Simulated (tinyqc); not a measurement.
Worked calculation: Hubbard chain of 5 sites. Computed by tinyqc, a small Python program that keeps every step. Settings: hopping = 0.55, U = 0.8, mixing = 0.2, iteration cap = 76. Command: `OMP_NUM_THREADS=1 python tinyqc.py 31317 31318 out.jsonl` (the two numbers bound the seeds that draw the settings). One thread of a shared host (Intel(R) Xeon(R) Processor @ 2.60GHz), about 0.2 s of CPU time with the checks. Later iterations appear only in the table of the cycle.

## Mean-field iteration 1

one-body matrix (hopping and site energies) (eV):
```
,1,2,3,4,5
1,0.000000,-0.550000,0.000000,0.000000,0.000000
2,-0.550000,0.000000,-0.550000,0.000000,0.000000
3,0.000000,-0.550000,0.000000,-0.550000,0.000000
4,0.000000,0.000000,-0.550000,0.000000,-0.550000
5,0.000000,0.000000,0.000000,-0.550000,0.000000
```

U = 0.800000 eV

electrons, up and down: 3  2

mixing = 0.200000

n(up) at the start (a guess, not normalised): 1 0.650000, 2 0.550000, 3 0.650000, 4 0.550000, 5 0.650000

n(down) at the start (a guess): 1 0.350000, 2 0.450000, 3 0.350000, 4 0.450000, 5 0.350000

H(up) = T + U n(down), H(down) = T + U n(up); fill the lowest levels; n(new) = n + mixing (n(out) - n); E = tr T (rho up + rho down) + U sum n_up n_down of the output.

levels, up (eV): -0.633467  -0.231453  0.280000  0.871453  1.273467

levels, down (eV): -0.473467  -0.071453  0.520000  1.031453  1.433467

energy = -2.084828 eV

n(up) after iteration 1: 1 0.657659, 2 0.534276, 3 0.656130, 4 0.534276, 5 0.657659

n(down) after iteration 1: 1 0.342341, 2 0.465724, 3 0.343870, 4 0.465724, 5 0.342341

## Mean-field iteration 2

As before.

levels, up (eV): -0.630251  -0.228984  0.274280  0.875436  1.277518

levels, down (eV): -0.477518  -0.075436  0.525720  1.028984  1.430251

energy = -2.087120 eV

n(up) after iteration 2: 1 0.664810, 2 0.520386, 3 0.661607, 4 0.520386, 5 0.664810

n(down) after iteration 2: 1 0.335190, 2 0.479614, 3 0.338393, 4 0.479614, 5 0.335190

## Convergence

Each step fills the lowest levels of T + U n(other spin) and sets n(new) = n + mixing (n(out) - n); stop when output and input agree to 1e-8.

Course of the cycle:
```
iteration,E (eV),largest |n(out) - n(in)|,mean |n_up - n_down|
1,-2.08482841,7.86e-02,0.245795
2,-2.08711953,6.94e-02,0.256274
3,-2.08895660,6.14e-02,0.265640
4,-2.09042859,5.44e-02,0.274005
5,-2.09160733,4.82e-02,0.281475
6,-2.09255068,4.27e-02,0.288144
7,-2.09330527,3.79e-02,0.294095
8,-2.09390858,3.36e-02,0.299405
9,-2.09439073,2.99e-02,0.304143
10,-2.09477591,2.65e-02,0.308370
11,-2.09508350,2.36e-02,0.312141
...,...,...,...
66,-2.09629665,4.27e-05,0.343208
67,-2.09629666,3.81e-05,0.343215
68,-2.09629666,3.40e-05,0.343220
69,-2.09629666,3.04e-05,0.343225
70,-2.09629666,2.71e-05,0.343230
71,-2.09629666,2.42e-05,0.343234
72,-2.09629666,2.16e-05,0.343237
73,-2.09629666,1.92e-05,0.343241
74,-2.09629666,1.72e-05,0.343243
75,-2.09629666,1.53e-05,0.343246
76,-2.09629666,1.37e-05,0.343248
```

Not converged within 76 iterations: the residual falls steadily but slowly, by a factor of about 0.89 a step. The lowest mean-field energy found from random starts is -2.09630 eV. Reruns (cap 100 unless said): mixing 0.5: converged in 52 (E = -2.09630); mixing 0.9: converged in 25 (E = -2.09630); the original settings with a cap of 400: converged in 140 (E = -2.09630).

## Exact diagonalisation (100 states)

Lowest levels of the sector, and the double occupancy of the lowest state.

lowest levels (eV): -2.194800  -1.729845  -1.382887  -1.379304  -1.377061  -1.050856

double occupancy per site = 0.171431

## The lowest level by Lanczos steps

From a random start vector (not printed): a_j = <q_j|H|q_j>, b_j = norm of the remainder after orthogonalising; the Ritz value is the lowest eigenvalue of the tridiagonal matrix of a and b so far.

Lanczos:
```
j,a_j (eV),b_j (eV),lowest Ritz value (eV)
1,-0.081690,1.702027,-0.08169026
2,0.271844,1.495294,-1.61610480
3,0.752640,1.528518,-2.02442832
4,1.181017,1.419371,-2.14754773
5,0.918328,1.166029,-2.18357239
6,0.782714,1.270301,-2.19165970
7,1.071212,1.613257,-2.19370136
8,1.543769,1.453771,-2.19444281
9,1.295609,1.612641,-2.19465268
10,0.988315,1.314582,-2.19474274
```
